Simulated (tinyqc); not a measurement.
Inside a calculation. Method: Ewald sum of point charges, caesium chloride lattice. Computed by tinyqc, a small Python program that keeps every step. Command: `OMP_NUM_THREADS=1 python tinyqc.py 21191 21192 out.jsonl` (the two numbers bound the seeds that draw the settings). One thread of a shared host (Intel(R) Xeon(R) Processor @ 2.60GHz), about 0.05 s of CPU time with the checks.

## Ewald sum with eta = 0.411 1/bohr

cell vectors (rows) (bohr):
$$\begin{pmatrix}
9.300000 & 0.000000 & 0.000000 \\
0.000000 & 9.300000 & 0.000000 \\
0.000000 & 0.000000 & 9.300000
\end{pmatrix}$$

Charges:
```
q                f1        f2        f3
1.000000   0.000000  0.000000  0.000000
-1.000000  0.500000  0.500000  0.500000
```

Real space: 1/2 sum q_i q_j erfc(eta r)/r over all images with r > 0; reciprocal space: (2 pi/V) sum_(G != 0) exp(-G^2/4 eta^2)/G^2 |S(G)|^2 with S(G) = sum q exp(i G.r); self term -eta/sqrt(pi) sum q^2; background -pi Q^2/(2 V eta^2), Q the total charge.

Real-space shells (first ones):
```
r (bohr)   pairs  sum (hartree)
8.054036      16      -2.83e-06
9.300000      12       4.17e-08
13.152186     24              0
```

Reciprocal shells (first ones that count):
```
G^2 (1/bohr^2)  vectors  sum (hartree)
0.456451              6       0.209009
1.369352              8       0.024056
2.282253             24       0.011213
4.108056             30       0.000522
5.020957             24       0.000089
5.933859             24       0.000019
7.759661             48       1.99e-06
8.672563             24       2.30e-07
9.585464             48       1.08e-07
11.411267            30       3.80e-09
12.324168            32       9.72e-10
13.237069            72       5.28e-10
```

## The total does not depend on eta

The same sums for other eta.

Totals (hartree per cell):
```
eta            real  reciprocal       self  background        total
0.411000  -2.79e-06    0.244911  -0.463764    0.000000  -0.21885608
0.560000  -1.78e-10    0.413036  -0.631892    0.000000  -0.21885608
0.748000          0    0.625172  -0.844028    0.000000  -0.21885608
```

shortest distance = 8.054036 bohr

Madelung constant -E d / (formula units |q+ q-|) = 1.762675
